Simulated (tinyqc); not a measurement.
Surface photovoltage measurement of the minority-carrier diffusion length in a wafer: one step, computed by the program tinyqc. Command: `OMP_NUM_THREADS=1 python tinyqc.py 3130495 3130496 out.jsonl spv walk`. One thread of a shared host (Intel(R) Xeon(R) Processor @ 2.30GHz), about 0.01 s of CPU time with the checks.

Low injection, steady light, a depletion layer much thinner than 1/alpha and L. The excess density dn is taken at the front edge of the neutral region; light that reaches the back is lost.

Task: The linear plot. alpha = (84.732/lambda - 76.417)^2 per cm with lambda in micrometre (an empirical fit for silicon between 0.7 and 1.05 micrometre). Thick wafer: dn = Phi L/((S_f + D/L)(L + 1/alpha)). Finite wafer, with s = S_b L/D, w = W/L, a = alpha L: dn = [Phi a/(a^2 - 1)] [a - B - exp(-alpha W)(a - s)/(cosh w + s sinh w)]/(S_f + B D/L), B = (sinh w + s cosh w)/(cosh w + s sinh w). Readings y = (Phi/dn) (1 + noise x g) at 780, 830, 880, 920, 950, 975 and 995 nm; a least-squares line y = c (1/alpha + L_app) gives L_app = intercept/slope.

Inputs (values chosen for the exercise, modelled on p-type silicon at room temperature): diffusion length L = 890 micrometre; wafer thickness W = 725 micrometre; diffusivity D = 33.6 cm^2/s; front recombination velocity S_f = 230 cm/s; back recombination velocity S_b = 890000 cm/s; photon flux entering = 8.3e+13 1/(cm^2 s); relative noise of each reading = 0.2 %.

normal deviates g for the noise: [0.66, -0.53, 0.19, -1.55, -0.67, -0.51, -0.20]

Give: the table «Readings» with the columns 1/alpha (micrometre), y (cm/s), line (cm/s), for lambda (nm) = 780, 830, 880, 920, 950, 975, 995; slope; apparent length L_app; error of L_app (rounded to 0.001).

Result:

Readings:
```
lambda (nm)  1/alpha (micrometre)  y (cm/s)  line (cm/s)
780                           9.6     805.4        801.4
830                          15.2     811.0        809.9
880                          25.3     826.1        825.3
920                          40.7     844.8        848.6
950                          61.3     876.4        880.0
975                          90.9     922.6        925.1
995                         130.9     990.0        985.9
```

slope = 1.522 cm/(s micrometre)

apparent length L_app = 517.1 micrometre

error of L_app (rounded to 0.001) = -41.898 %

Without noise the error would be -42.1 %, from the finite thickness at W/L = 0.8. S_f scales all readings alike and leaves L_app unchanged.
